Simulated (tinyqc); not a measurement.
Localisation in a chain with random site energies (transfer matrices): one step. The product of transfer matrices. Two cases, with inputs chosen for the exercise.

Problem. Multiply site by site and give T for each length.

Hopping -t; leads with site energy 0, E = -2t cos(ka). psi_(j+1) = ((e_j - E)/t) psi_j - psi_(j-1), a product of matrices M_j = [[(e_j - E)/t, -1], [1, 0]]. For M = M_N ... M_1 the transmission is T = 4 sin^2(ka)/|M21 - M12 + M22 exp(ika) - M11 exp(-ika)|^2. Long samples draw e_j = W (x_j/2147483647 - 1/2) from x_j = 16807 x_(j-1) mod 2147483647, starting at x0. The localisation length xi, in sites, is defined by ln T = -2N/xi on average; weak disorder gives xi = 24 (4t^2 - E^2)/W^2, and the mean free path for backscattering is xi/2.

Give: Running product.

Case 1.

Values chosen: t = 1.36 eV (hopping); E = -1.95 eV (energy); e = (-0.64, -0.68, 0.75, 0.99, -1.25, 0.15, -1, -0.45, 0.52) eV (site energies of the short sample).

Solution.

Running product:
```
j  (e_j - E)/t      M11      M12      M21      M22       T
1       0.9632   0.9632  -1.0000   1.0000   0.0000  0.8977
2       0.9338  -0.1005  -0.9338   0.9632  -1.0000  0.9015
3       1.9853  -1.1628  -0.8539  -0.1005  -0.9338  0.6528
4       2.1618  -2.4131  -0.9121  -1.1628  -0.8539  0.3273
5       0.5147  -0.0793   0.3844  -2.4131  -0.9121  0.1620
6       1.5441   2.2907   1.5057  -0.0793   0.3844  0.1595
7       0.6985   1.6794   0.6674   2.2907   1.5057  0.2709
8       1.1029  -0.4384  -0.7697   1.6794   0.6674  0.1845
9       1.8162  -2.4757  -2.0652  -0.4384  -0.7697  0.1468
```

T is 0.1468 for the whole sample and does not fall steadily (it rises at j = 2 and 7): reflected waves interfere. The determinant of M stays 1.

Case 2.

Values chosen: t = 1.83 eV (hopping); E = -2.03 eV (energy); e = (-0.62, -0.29, -0.61, -0.4, -0.42, -0.3, 0.15) eV (site energies of the short sample).

Solution.

Running product:
```
j  (e_j - E)/t      M11      M12      M21      M22       T
1       0.7705   0.7705  -1.0000   1.0000   0.0000  0.9602
2       0.9508  -0.2674  -0.9508   0.7705  -1.0000  0.9747
3       0.7760  -0.9780   0.2622  -0.2674  -0.9508  0.9750
4       0.8907  -0.6037   1.1844  -0.9780   0.2622  0.9517
5       0.8798   0.4469   0.7798  -0.6037   1.1844  0.9920
6       0.9454   1.0261  -0.4472   0.4469   0.7798  0.9780
7       1.1913   0.7755  -1.3125   1.0261  -0.4472  0.9780
```

T is 0.9780 for the whole sample and does not fall steadily (it rises at j = 2, 3 and 5): reflected waves interfere. The determinant of M stays 1.

Computed by tinyqc, one run a case: `OMP_NUM_THREADS=1 python tinyqc.py N N+1 out.jsonl` with N = 1451067, 1451617; one thread of a shared Intel(R) Xeon(R) Processor @ 2.30GHz, about 0.08 s a run at most.
